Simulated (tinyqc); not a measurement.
Mean-field antiferromagnet of the Hubbard model on the square lattice, step by step. Values are carried at full precision from step to step, so a last printed digit may differ when a step is redone from the rounded ones.

e(k) = -2 t (cx + cy) - 4 t2 cx cy, ci = cos ki; one electron a site; Q = (pi, pi). <n_up - n_dn> = m cos(Q.R) gives Delta = U m/2 and bands E = e+ -/+ sqrt(e-^2 + Delta^2), e+- = (e(k) +- e(k + Q))/2 (the constant U/2 is dropped). Means run over the mesh k_i = 2 pi (j + 1/2)/N of the whole zone: mu from mean(f(E-) + f(E+)) = 1; m(out) = mean of Delta (f(E-) - f(E+))/sqrt(e-^2 + Delta^2); free energy per site F = -kT mean[ln(1 + exp(-(E- - mu)/kT)) + ln(1 + exp(-(E+ - mu)/kT))] + mu + U m^2/4. Order at T > 0 in two dimensions is an artefact of mean field.

Constants: kB = 8.617333262e-05 eV/K.

Inputs chosen for the exercise: t = 0.44 eV (nearest hopping); t2 = 0 eV (second hopping); N = 8 (mesh); U = 1.26 eV (on-site repulsion); m0 = 0.33 (starting staggered moment); T = 300 K.

## Folded levels on the mesh

Collect the points with equal |e-| and e+.

Classes of points:

| \|e-\| (eV) | e+ (eV) | points |
|---|---|---|
| 0.00000 | 0.00000 | 16 |
| 0.47625 | 0.00000 | 16 |
| 0.67352 | 0.00000 | 8 |
| 1.14978 | 0.00000 | 16 |
| 1.62603 | 0.00000 | 8 |

## One mean-field step

From m = m0 form Delta, the two bands of each class and m(out).

Delta = 0.2079 eV

E-, E+ and Delta/sqrt(e-^2 + Delta^2) of each class:

| \|e-\| (eV) | E- (eV) | E+ (eV) | Delta/sqrt(e-^2 + Delta^2) |
|---|---|---|---|
| 0.0000 | -0.2079 | 0.2079 | 1.0000 |
| 0.4763 | -0.5197 | 0.5197 | 0.4001 |
| 0.6735 | -0.7049 | 0.7049 | 0.2949 |
| 1.1498 | -1.1684 | 1.1684 | 0.1779 |
| 1.6260 | -1.6393 | 1.6393 | 0.1268 |

m(out) = 0.4471

m(out) is above m0, so the next step starts from a larger moment.

## Self-consistency

Repeat with m = m(out) until |m(out) - m| < 1e-8; F(0) is the free energy at m = 0.

Iterations:

| step | m | Delta (eV) | m(out) | F (eV) |
|---|---|---|---|---|
| 1 | 0.330000 | 0.20790 | 0.447062 | -0.732712 |
| 2 | 0.447062 | 0.28165 | 0.506289 | -0.739258 |
| 3 | 0.506289 | 0.31896 | 0.533505 | -0.740876 |
| 4 | 0.533505 | 0.33611 | 0.545413 | -0.741212 |
| 5 | 0.545413 | 0.34361 | 0.550508 | -0.741276 |
| 6 | 0.550508 | 0.34682 | 0.552666 | -0.741288 |
| 7 | 0.552666 | 0.34818 | 0.553577 | -0.741290 |
| 8 | 0.553577 | 0.34875 | 0.553960 | -0.741290 |
| 16 | 0.554238 | 0.34917 | 0.554238 | -0.741290 |
| 17 | 0.554238 | 0.34917 | 0.554238 | -0.741290 |
| 18 | 0.554238 | 0.34917 | 0.554239 | -0.741290 |
| 19 | 0.554239 | 0.34917 | 0.554239 | -0.741290 |
| 20 | 0.554239 | 0.34917 | 0.554239 | -0.741290 |
| 21 | 0.554239 | 0.34917 | 0.554239 | -0.741290 |

m = 0.5542
Delta = 0.3492 eV
lowest E+ minus highest E- on the mesh = 0.6983 eV
F - F(0) = -38.38 meV

Converged in 21 steps. The ordered state lies 38.38 meV a site below the paramagnet and is an insulator on this mesh. A mesh of N = 48 gives m = 0.545 and F - F(0) = -27.1 meV.

## Checks

- Energy gain at U = 400 t against the exchange limit -z t^2/U a site (z neighbours), counted from -U/4 (eV): both -0.00440.

(tinyqc, `OMP_NUM_THREADS=1 python tinyqc.py 1680637 1680638 out.jsonl`, Intel(R) Xeon(R) Processor @ 2.30GHz, 1 thread, shared host, about 0.2 s.)
